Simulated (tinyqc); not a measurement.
From results back to parameters: Peierls distortion of a half-filled chain. Three cases, with inputs chosen for the exercise.

Problem. The gap 2D and the difference 4 u0 between long and short bonds are given; al and K are hidden. Equilibrium: 1 = (4 al^2/K) mean(sin^2 x/|E|).

Atoms move by +/- u, so bonds change by -/+ 2u and hoppings are t +/- 2 al u. Bands E = -/+ sqrt((2 t cos x)^2 + D^2 sin^2 x) with D = 4 al u, x = k a in (0, pi/2); the gap is 2D. Energy per atom at zero temperature: E(u) = -mean_x sqrt(...) + 2 K u^2; exactly, the mean is (4t/pi) E(1 - z^2), z = D/2t, E the complete elliptic integral of the second kind with parameter m. Coupling lambda = 2 al^2/(pi t K).

Case 1.

Values chosen: t = 2.74 eV (hopping of the even chain).
gap = 2.49501 eV
4 u0 = 0.211441 angstrom

Case 2.

Values chosen: t = 2.5 eV (hopping of the even chain).
gap = 1.80055 eV
4 u0 = 0.209367 angstrom

Case 3.

Values chosen: t = 2.02 eV (hopping of the even chain).
gap = 0.89911 eV
4 u0 = 0.128444 angstrom

Find: al; mean(sin^2 x/|E|); K.

Solution. gap = 8 al u0 = 2 al (4 u0) gives al; the mean follows from t and D, equal to (K(m) - E(m))/(pi t m) with m = 1 - z^2; then K = 4 al^2 mean.

Case 1.

al = 5.90 eV/angstrom
mean(sin^2 x/|E|) = 0.2241 1/eV
K = 31.2 eV/angstrom^2

Case 2.

al = 4.30 eV/angstrom
mean(sin^2 x/|E|) = 0.2731 1/eV
K = 20.2 eV/angstrom^2

Case 3.

al = 3.50 eV/angstrom
mean(sin^2 x/|E|) = 0.4102 1/eV
K = 20.1 eV/angstrom^2

Computed by tinyqc, one run a case: `OMP_NUM_THREADS=1 python tinyqc.py N N+1 out.jsonl` with N = 1651618, 1651719, 1651774; one thread of a shared Intel(R) Xeon(R) Processor @ 2.30GHz, about 0.08 s a run at most.
